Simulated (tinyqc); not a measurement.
# p-n heterojunction, non-linear Poisson equation by Newton steps, Boltzmann statistics: what changes with what

One dimension, material 1 (p-type) at x < 0 and material 2 (n-type) at x > 0. Band edges: Ec = -psi in material 1 and -psi + dEc in material 2, Ev = Ec - Eg. Flat quasi-Fermi levels: 0 for holes, +V for electrons. n = Nc F((EFn - Ec)/Vt), p = Nv F((Ev - EFp)/Vt), with F(eta) = exp(eta) (Boltzmann statistics); full ionisation, no interface charge, classical densities; the doping types are chosen for the exercise.

Inputs (values chosen for the exercise); band and dielectric values those of a made-up pair: temperature T = 400 K; band gap of material 1 Eg1 = 1.66 eV; relative permittivity of material 1 er1 = 10.3; conduction-band density of states of material 1 Nc1 = 1.49e18 cm^-3; valence-band density of states of material 1 Nv1 = 2.08e19 cm^-3; band gap of material 2 Eg2 = 1.63 eV; relative permittivity of material 2 er2 = 14.7; conduction-band density of states of material 2 Nc2 = 7.44e17 cm^-3; valence-band density of states of material 2 Nv2 = 1.6e19 cm^-3; conduction-band offset Ec2 - Ec1 dEc = -0.27 eV; acceptor density of material 1 N1 = 1e16 cm^-3; donor density of material 2 N2 = 5.4e15 cm^-3; bias of side 1 against side 2 V = -1.6 V.

Constants: q = 1.602176634e-19 C, kB = 1.380649e-23 J/K, Vt = kB T/q, eps0 = 8.8541878128e-14 F/cm where lengths are in cm. Results are converted to the units shown.

Each table varies one quantity; the others keep the values above.

## Effect of the conduction-band offset Ec2 - Ec1

Exact first integral: on each side D^2/(2 eps0 er) = G, G = q [Vt (nI_j - nI_b) + Vt (pI_j - pI_b) - C (psi_j - psi_b)], with C = -N1 or +N2, b the neutral end of that side, and nI, pI the densities themselves. D is continuous, so er1 G1(psi_j) = er2 G2(psi_j) fixes psi_j. Ends from Nv1 F((-psi_L - Eg1)/Vt) = N1 and Nc2 F((V + psi_R - dEc)/Vt) = N2. D is counted positive when psi rises towards material 2. Depletion (Anderson) capacitance C^2 = q eps0 er1 er2 N1 N2/(2 (er1 N1 + er2 N2)(psi_R - psi_L)). -dD/dV is the change of the displacement at the interface with both quasi-Fermi levels flat; it is the terminal capacitance only while neither side holds an inversion layer. n_j and p_j are densities at the interface.

Results:
```
dEc (eV)	psi_R - psi_L (V)	psi_j - psi_L (V)	psi_R - psi_j (V)	D/q (cm^-2)	n_j in 1 (cm^-3)	p_j in 2 (cm^-3)	-dD/dV (nF/cm^2)	depletion C (nF/cm^2)
-0.57	2.257	0.9868	1.270	3.293e11	7.073e-8	4.465e-4	12.06	11.87
-0.5	2.327	1.017	1.310	3.345e11	1.712e-7	0.001406	11.87	11.69
-0.42	2.407	1.052	1.355	3.404e11	4.701e-7	0.005214	11.66	11.49
-0.35	2.477	1.083	1.394	3.454e11	1.138e-6	0.01641	11.49	11.33
-0.27	2.557	1.117	1.440	3.511e11	3.124e-6	0.06088	11.31	11.15
-0.2	2.627	1.148	1.479	3.560e11	7.562e-6	0.1917	11.15	11.00
-0.12	2.707	1.183	1.524	3.615e11	2.077e-5	0.7109	10.98	10.84
0.03	2.857	1.248	1.609	3.717e11	1.380e-4	8.302	10.68	10.55
```

Estimate the missing row, dEc = -0.04 eV.

Computed row:
```
dEc (eV)	psi_R - psi_L (V)	psi_j - psi_L (V)	psi_R - psi_j (V)	D/q (cm^-2)	n_j in 1 (cm^-3)	p_j in 2 (cm^-3)	-dD/dV (nF/cm^2)	depletion C (nF/cm^2)
-0.04	2.787	1.217	1.569	3.670e11	5.702e-5	2.637	10.82	10.68
```

With this row back in the table: As dEc goes from -0.57 to 0.03, the total bending rises from 2.26 to 2.86 V and the sheet charge D/q rises from 3.29e11 to 3.72e11 cm^-2; the share of the bending in material 1 stays near 43.7 %. The capacitance departs most from the depletion formula at dEc = -0.57, where it is 1.6 % above it.

## Effect of the acceptor density of material 1

Same model as above.

Results:
```
N1 (cm^-3)	psi_R - psi_L (V)	psi_j - psi_L (V)	psi_R - psi_j (V)	D/q (cm^-2)	n_j in 1 (cm^-3)	p_j in 2 (cm^-3)	-dD/dV (nF/cm^2)	depletion C (nF/cm^2)
5e14	2.454	2.274	0.1796	1.129e11	2.342e10	8.122e-18	3.791	3.739
1.2e15	2.484	2.124	0.3598	1.690e11	1.255e8	1.516e-15	5.605	5.526
2.8e15	2.513	1.827	0.6858	2.390e11	9807	1.940e-11	7.835	7.727
6.5e15	2.542	1.376	1.166	3.151e11	0.008741	2.176e-5	10.21	10.07
1.5e16	2.571	0.8836	1.687	3.808e11	2.367e-9	80.36	12.19	12.03
3.6e16	2.601	0.4809	2.120	4.278e11	8.326e-15	2.285e7	13.53	13.35
2e17	2.660	0.1298	2.530	4.679e11	5.650e-20	3.367e12	14.45	14.28
```

Estimate the missing row, N1 = 8.5e16 cm^-3.

Computed row:
```
N1 (cm^-3)	psi_R - psi_L (V)	psi_j - psi_L (V)	psi_R - psi_j (V)	D/q (cm^-2)	n_j in 1 (cm^-3)	p_j in 2 (cm^-3)	-dD/dV (nF/cm^2)	depletion C (nF/cm^2)
8.5e16	2.631	0.2474	2.383	4.540e11	4.025e-18	4.726e10	14.19	14.01
```

With this row back in the table: As N1 goes from 5e14 to 2e17, the total bending rises from 2.45 to 2.66 V and the sheet charge D/q rises from 1.13e11 to 4.68e11 cm^-2; the share of the bending in material 1 falls from 92.7 to 4.88 %. The capacitance departs most from the depletion formula at N1 = 1.2e15, where it is 1.4 % above it.

tinyqc, about 0.02 s, one thread, Intel Xeon 2.30GHz (shared host): `OMP_NUM_THREADS=1 python tinyqc.py 2040006 2040007 out.jsonl`
